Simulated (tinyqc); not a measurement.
Anneal temperature: kinetics of strain relaxation and threading dislocations in mismatched semiconductor layers. Computed by tinyqc, a small Python program. Command: `OMP_NUM_THREADS=1 python tinyqc.py 3022669 3022670 out.jsonl threading walk`. One thread of a shared host (Intel(R) Xeon(R) Processor @ 2.30GHz), about 0.01 s of CPU time with the checks.

60-degree dislocations on {111} planes of a (001) layer, isotropic elasticity. The Schmid factor is 1/sqrt(6), and a misfit segment relieves strain with b/2.

Inputs (values chosen for the exercise, modelled on Ge on Si):
```
quantity                        value         unit
misfit f                       0.0444            -
shear modulus G                  58.2          GPa
Poisson ratio nu                 0.26            -
Burgers vector b                    4     angstrom
glide activation energy Q        1.66           eV
velocity prefactor v0           27000  m/s per MPa
layer thickness h                  22           nm
anneal temperature T              723            K
anneal time t                    4600            s
initial thread density rho_0    54000       1/cm^2
multiplication constant delta   34000          1/m
```

Sources: fixed density of threads.

Constants: k_B = 8.617333262e-05 eV/K.

Method:
- Excess resolved stress tau = (1/sqrt 6) [2 G (1 + nu)/(1 - nu)] (e - e_eq), e_eq = b (1 - nu/4) [ln(h/b) + 1]/(4 pi (1 + nu) h), the Matthews-Blakeslee strain of an uncapped layer; glide velocity v = v0 tau exp(-Q/(k_B T)), tau in MPa.
- Threads run in two directions, so de/dt = -(b/4) rho v, with rho fixed. With x = e - e_eq, x0 = f - e_eq (fully strained at t = 0) and v = m S x (m the mobility, S x = tau): x = x0 exp(-t/t_r), t_r = 4/(b rho_0 m S).
- The half time is that at which x = x0/2.

half time = 2189.41 s

excess stress tau = 3157.52 MPa

equilibrium strain e_eq = 0.00537619

After the time t:
```
T (K)  first velocity (micrometre/s)  relieved (%)  threads (1/cm^2)  half time (s)
602                       1.0806e+00         0.685             54000     4.6357e+05
626                       3.6850e+00         2.318             54000     1.3593e+05
654                       1.3760e+01         8.386             54000     3.6404e+04
676                       3.5886e+01        20.421             54000     1.3958e+04
703                       1.0721e+02        49.461             54000     4.6722e+03
722                       2.2050e+02        75.428             54000     2.2717e+03
747                       5.3852e+02        96.754             54000     9.3016e+02
790                       2.1918e+03       100.000             54000     2.2854e+02
```

What does the comparison show, and why?

The half time follows exp(Q/(k_B T)), a decade for each 59 K near 703 K. Relief goes from 20 % at 676 K to 75.4 % at 722 K: with a fixed density the onset is gradual, and more threads relax the layer sooner. Caution: at stresses above about 1 GPa the linear velocity law understates glide, as stress lowers the kink barrier. Caution: at such misfit the layer islands and relaxes during the first nanometres, so a uniform strained start is an idealisation. Caution: rows with more than 50 % relieved leave out blocking by crossing misfit lines, which slows real layers.

Extremes, crossings and ranges named in words are read from the listed rows.
